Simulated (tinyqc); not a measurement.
Free-carrier optics of a doped semiconductor (Drude model with one polar phonon), step by step. Values are carried at full precision from step to step, so a last printed digit may differ when a step is redone from the rounded ones.

eps(E) = ei [1 - Ep^2/(E^2 + i E Gam)] + (es - ei) wT^2/(wT^2 - E^2 - i E gT), with Ep^2 = 8 pi c (e^2/(4 pi eps0)) N/(m ei), c = hbar^2/2m0, N in 1/angstrom^3 (1e-24 per 1/cm^3); Gam = hbar/tau, tau = mu m m0/e with m0/e = 5.685630e-12 kg/C and mu in m^2/(V s). Energies in meV.

Constants: hbar^2/2m0 = 3.80998211 eV angstrom^2; e^2/(4 pi eps0) = 14.39964547 eV angstrom; hbar = 6.58211957e-16 eV s; hbar c = 1973.269805 eV angstrom.

Inputs chosen for the exercise (mass and dielectric values near those of InAs; N and mu are free inputs; interband absorption and the rise of the mass with filling are left out; not measured data): N = 8.8e+16 1/cm^3 (carrier density); m = 0.0272 m0 (conductivity mass); mu = 12000 cm^2/(V s) (mobility); ei = 12.63 (high-frequency dielectric constant); wT = 27.1 meV (TO phonon); es = 15.48 (static dielectric constant); gT = 0.5 meV (phonon damping); E = 32.3 meV (photon energy).

## Plasma energy and damping

Evaluate Ep, tau, Gam, the plasma wavelength hc/Ep (hc = 1239.841984 eV nm) and the dc resistivity 1/(e N mu), e = 1.602176634e-19 C.

Ep = 18.794 meV
tau = 185.58 fs
Gam = 3.547 meV
plasma wavelength = 65.97 micrometre
rho = 0.00591 ohm cm

Ep/Gam = 5.30: the plasma edge is sharp.

## Dielectric function at one energy

Insert the numbers.

free-carrier term = -4.2249+0.4639i
eps = 1.6472+0.8173i

## Optical constants

n + i k = sqrt(eps1 + i eps2) with k >= 0; R = ((n - 1)^2 + k^2)/((n + 1)^2 + k^2) at normal incidence from vacuum; alpha = 2 E k/(hbar c), times 1e8 for 1/cm; loss function Im(-1/eps) = eps2/(eps1^2 + eps2^2).

Convert eps at the photon energy E (in meV) into the optical constants.

n = 1.3202
k = 0.3095
R = 0.0362
alpha = 1.01e+03 1/cm

Light of this energy penetrates 1/alpha = 9.87 micrometre.

## Coupled plasmon-phonon modes

Without damping eps = 0 gives E^4 - (wL^2 + Ep^2) E^2 + Ep^2 wT^2 = 0 with wL = wT sqrt(es/ei) (Lyddane-Sachs-Teller).

wL = 30.00 meV

L-, L+ (meV): [16.17, 31.49]

L+ lies 1.49 meV above the larger of wL and Ep; L- lies below wT by 10.93 meV.

## Checks

- Integral of E eps2 of the free-carrier term against (pi/2) ei Ep^2 (meV^2): both 7007.3.

(tinyqc, `OMP_NUM_THREADS=1 python tinyqc.py 1651489 1651490 out.jsonl`, Intel(R) Xeon(R) Processor @ 2.30GHz, 1 thread, shared host, about 0.01 s.)
